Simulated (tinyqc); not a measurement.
Plane-wave Kohn-Sham cycle with exchange-only LDA in a layered model solid, step by step. One step of it, computed by the program tinyqc.

Problem. Iteration 1: levels at that k. Diagonalise the Hermitian matrix.

H (hartree), lower triangle:
```
           -2         -1         +0         +1        +2
-2   0.633951
-1  -0.300000  -0.033275
+0  -0.010000  -0.300000  -0.166720
+1   0.000000  -0.010000  -0.300000   0.233616
+2   0.000000   0.000000  -0.010000  -0.300000  1.167732
```

Give: eigenvalues.

Solution.

eigenvalues (hartree): -0.524  -0.018  0.355  0.762  1.260
